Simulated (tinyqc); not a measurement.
The whole curve: space-charge-limited current through a thin insulating or semi-insulating film with traps. Computed by tinyqc, a small Python program. Command: `OMP_NUM_THREADS=1 python tinyqc.py 3025292 3025293 out.jsonl sclc walk`. One thread of a shared host (Intel(R) Xeon(R) Processor @ 2.30GHz), about 0.01 s of CPU time with the checks.

One ohmic injecting contact at x = 0 (field zero), drift only, non-degenerate free carriers.

Inputs (values chosen for the exercise, modelled on Si3N4): permittivity eps = 7.5; band mobility mu = 0.095 cm^2/(V s); effective density of states N_c = 9.1e+19 1/cm^3; trap density N_t = 3.2e+17 1/cm^3; equilibrium Fermi level below the band edge, E_0 = 0.58 eV; thickness d = 170 nm; temperature T = 250 K; characteristic temperature T_c = 900 K.

Traps: exponential tail.

Constants: k_B = 8.617333262e-05 eV/K; eps_0 = 8.8541878128e-12 F/m; e = 1.602176634e-19 C.

Method:
- Free density n_0 = N_c exp(-E_0/k_B T) in equilibrium; trapped density n_t(n) = N_t (n/N_c)^(T/T_c) (the low-temperature form).
- J = e mu n F and (eps eps_0/e) dF/dx = n - n_0 + n_t(n) - n_t(n_0) = rho(n). With F = J/(e mu n): d = (eps eps_0 J/(e^2 mu)) I_1 and V = (eps eps_0 J^2/(e^3 mu^2)) I_2, I_k = int_(n_L)^infinity dn/(n^(k+1) rho(n)), n_L the density at the anode; with u = n_L/n, 200 Gauss-Legendre points in t, u = 1 - (1 - t)^2.
- The last column is d ln J/d ln V up to the next row.

Current against voltage:
```
n_L (1/cm^3)       V (V)  J (A/cm^2)   slope
1.90e+08      9.5474e-04  1.9914e-10  2.0918
1.80e+09      9.9916e-03  2.7054e-08  3.5022
1.70e+10      2.4851e-02  6.5778e-07  4.0267
1.60e+11      5.2344e-02  1.3207e-05  4.2877
1.50e+12      1.0357e-01  2.4631e-04  4.3917
1.40e+13      2.0014e-01  4.4461e-03  4.3052
1.30e+14      3.9192e-01  8.0265e-02  3.8393
1.20e+15      8.4912e-01  1.5618e+00  3.0084
1.10e+16      2.4901e+00  3.9745e+01  2.3593
1.00e+17      1.2174e+01  1.6801e+03  2.0917
9.70e+17      9.5722e+01  1.2549e+05  2.0194
9.10e+18      8.5640e+02  1.0480e+07       -
```

What does the comparison show, and why?

The slope starts at 2.09, peaks at 4.4 between 0.104 and 0.200 V and ends at 2.02. Rows below 0.22 V (10 k_B T/e) are formal, since diffusion from the contact rules there. Self-heating is left out, although J V exceeds 1e5 W/cm^2 at the last row. Rows above 51.0 V are formal, since the mean field exceeds 3 MV/cm and breakdown sets in. An exponential tail gives the power law T_c/T + 1 = 4.60, which the middle rows approach.

Extremes, crossings and ranges named in words are read from the listed rows.
